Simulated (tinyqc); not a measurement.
# Worked calculation: undoped gate-all-around wire MOSFET, analytic charge model

Program tinyqc, `OMP_NUM_THREADS=1 python tinyqc.py 2460048 2460049 out.jsonl`; Intel Xeon 2.30GHz, shared host, one thread, about 0.03 s. Printed values are rounded.

An undoped round wire of radius R under an insulator shell and a surrounding gate; long channel, electrons only, n = ni exp((psi - V)/Vt) with V the quasi-Fermi potential (0 at the source, Vd at the drain), constant mobility, no quantisation. The radial Poisson equation gives n(r) = n(0)/(1 - (1 - b) r^2/R^2)^2 with b = Q0/(Q + Q0). Q is the electron charge per area of the wire surface.

Parameters, values chosen for the exercise; material values close to those of silicon:
- T = 350 K (temperature)
- Eg = 1.12 eV (band gap)
- eps_r = 11.6 (relative permittivity of the semiconductor)
- Nc = 3.47e19 cm^-3 (conduction-band density of states at T)
- Nv = 3.38e19 cm^-3 (valence-band density of states at T)
- eox = 8.78 (relative permittivity of the gate insulator)
- tox = 6.3 nm (insulator thickness)
- R = 10 nm (wire radius)
- dphi = 0.24 V (gate work function less that of the intrinsic body)
- mu = 160 cm^2/(V s) (channel mobility)
- L = 0.1 um (gate length)
- Vg = 1.1 V (gate voltage)
- Vd = 0.3 V (drain voltage)

Constants: q = 1.602176634e-19 C, kB = 1.380649e-23 J/K, Vt = kB T/q, eps0 = 8.8541878128e-14 F/cm where lengths are in cm. Results are converted to the units shown.

Range of the model: The surface density at the source passes 0.3 Nc, where Boltzmann statistics fail. mu V/L, with V the smaller of Vd and Vg - V0, passes 3e6 cm/s, so velocity saturation, left out here, would lower the current.

## Constants of the wire

ni = sqrt(Nc Nv) exp(-Eg/(2 Vt)), Eg in volts; Cox = eps0 eox/(R ln(1 + tox/R)); Q0 = 4 eps0 eps_r Vt/R; V0 = dphi + Vt ln[8 eps0 eps_r Vt/(q ni R^2)].

ni = 2.957863e11 cm^-3
Cox = 1.591137 uF/cm^2
Q0 = 123.9104 nC/cm^2
V0 = 0.7065795 V

## Iteration 1: charge at the source by Newton steps in y = ln(Q/Q0)

y at the start = 1

With V = 0 and Q = Q0 exp(y): f = Q/Cox + Vt y + Vt ln(1 + Q/Q0) - (Vg - V0); df/dy = Q/Cox + Vt (1 + Q/(Q + Q0)); y(new) = y - f/(df/dy).

Q = 336.8233 nC/cm^2
f = -0.1119638 V
df/dy = 0.2638971 V
y after iteration 1 = 1.424271

## Iteration 2: charge at the source by Newton steps in y = ln(Q/Q0)

As before.

Q = 514.8261 nC/cm^2
f = 0.02255658 V
df/dy = 0.3780290 V
y after iteration 2 = 1.364602

## Course of the iteration: charge at the source by Newton steps in y = ln(Q/Q0)

Stop when y changes by less than 1e-11, or after 60 iterations.

Course of the iteration:
```
iteration,y,|change|
1,1.424271,0.424
2,1.364602,0.0597
3,1.363005,1.60e-3
4,1.363004,1.10e-6
5,1.363004,5.22e-13
```

Converged in 5 iterations. At the end the number of correct digits about doubles with each step.

## Drain current and line charge

Qs = 484.2312 nC/cm^2
Qd = 118.5516 nC/cm^2

Q solves Vg - V0 - V = Q/Cox + Vt ln(Q/Q0) + Vt ln(1 + Q/Q0). I = mu (2 pi R/L)[2 Vt (Qs - Qd) + (Qs^2 - Qd^2)/(2 Cox) + Vt Q0 ln((Qd + Q0)/(Qs + Q0))], with Qs at V = 0 and Qd at V = Vd. Electrons per length at the source: 2 pi R Qs/q; surface over centre density: (1 + Qs/Q0)^2.

first term = 2.217540 uA
second term = 6.963441 uA
third term = -0.3454855 uA
I = 8.835495 uA
electrons per length = 1.898988 1/nm
surface over centre density = 24.08763

The square-law term makes up 78.8 % of the current.
